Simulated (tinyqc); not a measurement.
Length of a molecular wire: coherent transport through a tight-binding bridge. Computed by the program tinyqc. 

A uniform bridge between two chains:

| parameter | value |
|---|---|
| site energy (eV) | 0.300000 |
| hopping in the bridge (eV) | 0.720000 |
| lead hopping (eV) | 1.600000 |
| couplings (eV) | 0.91, 1.03 |
| E (eV) | -0.430000 |

T = Gamma_L Gamma_R |G_1n|^2 with the self-energies of semi-infinite chains.

Transmission against length:

| sites | T | ln T |
|---|---|---|
| 2 | 9.0945e-01 | -0.0949 |
| 3 | 9.6198e-01 | -0.0388 |
| 4 | 7.9622e-01 | -0.2279 |
| 5 | 9.0447e-01 | -0.1004 |
| 6 | 9.6589e-01 | -0.0347 |
| 7 | 7.9747e-01 | -0.2263 |
| 8 | 8.9949e-01 | -0.1059 |
| 9 | 9.6961e-01 | -0.0309 |
| 10 | 7.9891e-01 | -0.2245 |

E lies inside the band of the bridge (|E - e|/2h = 0.507 < 1): T does not decay but oscillates with length, between 0.796 and 0.970 here, as levels of the bridge pass E.
